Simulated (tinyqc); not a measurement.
# Worked calculation: van der Pauw, Hall and four-point-probe measurements on a doped layer

Program tinyqc, `OMP_NUM_THREADS=1 python tinyqc.py 2850123 2850124 out.jsonl`; Intel Xeon 2.30GHz, shared host, one thread, about 0.04 s. Printed values are rounded.

A uniform p-type layer with sheet resistance Rs = 1/(q ns mu), point contacts, low field (mu B small).

Values chosen for this exercise:

| symbol | value | unit | meaning |
|---|---|---|---|
| ns | 9.4e12 | cm^-2 | sheet density of the layer |
| mu | 63 | cm^2/(V s) | drift mobility |
| rH | 1.18 |  | Hall factor |
| B | 1 | T | magnetic field |
| I | 50 | uA | current |
| ar | 1.74 |  | side ratio a/b of a rectangular sample with corner contacts |
| t | 40 | nm | thickness of the layer |

Constants: q = 1.602176634e-19 C. Results are converted to the units shown.

## Resistances and Hall voltage

Rs = 1/(q ns mu). For a rectangle with contacts at the corners, RA = (8 Rs/pi) sum_(k>=0) ln coth((2k + 1) pi a/(2 b)) with current along a short side b and voltage along the opposite one, RB the same with a and b exchanged; Hall voltage VH = rH B I/(q ns), negative for electrons.

Rs = 10539.53 ohm/square
RA = 226.8751 ohm
RB = 9149.918 ohm
VH = 3.917543 mV

RB/RA = 40.3; for a square both equal Rs ln 2/pi = 2330 ohm.

## Starting value

z = 2 ln 2/(pi (RA + RB)), exact for RA = RB.

z at the start = 0.04705993 mS

## Iteration 1: new z

The van der Pauw equation exp(-pi RA z) + exp(-pi RB z) = 1 is solved for z = 1/Rs: e1 = exp(-pi RA z), e2 = exp(-pi RB z), f = e1 + e2 - 1, f' = -pi (RA e1 + RB e2), z(new) = z - f/f'.

e1 = 0.9670144
e2 = 0.2585277
f = 0.2255421
f' = -8.120698 kohm
z after iteration 1 = 0.07483366 mS

## Iteration 2: new z

As before.

e1 = 0.9480599
e2 = 0.1163541
f = 0.06441399
f' = -4.020365 kohm
z after iteration 2 = 0.09085559 mS

## Iteration 3: new z

As before.

e1 = 0.9372950
e2 = 0.07341167
f = 0.01070665
f' = -2.778298 kohm
z after iteration 3 = 0.09470926 mS

## Course of the iteration

Stop when the step is below 1e-10 mS, or after 40 iterations.

Course of the iteration:
```
iteration  z before the step (mS)  step (mS)
1                      0.04705993     0.0278
2                      0.07483366     0.0160
3                      0.09085559    3.85e-3
4                      0.09470926    1.71e-4
5                      0.09488059    3.15e-7
6                      0.09488090   1.06e-12
```

Converged in 6 iterations.

## Sheet density, mobility and bulk values

converged z = 0.09488090 mS

Rs = 1/z; Hall sheet density B I/(q |VH|); Hall mobility |VH|/(Rs B I); true values ns = rH times the Hall density, mu = Hall mobility/rH; bulk density ns/t, resistivity Rs t; correction factor F = Rs/[(pi/ln 2)(RA + RB)/2].

Rs = 10539.53 ohm/square
Hall sheet density = 7.966102e12 cm^-2
Hall mobility = 74.34 cm^2/(V s)
ns = 9.4e12 cm^-2
mu = 63 cm^2/(V s)
bulk density = 2.35e18 cm^-3
resistivity = 0.04215812 ohm cm
F = 0.4959895

Taking the mean of RA and RB without F would overstate Rs by 100 %.
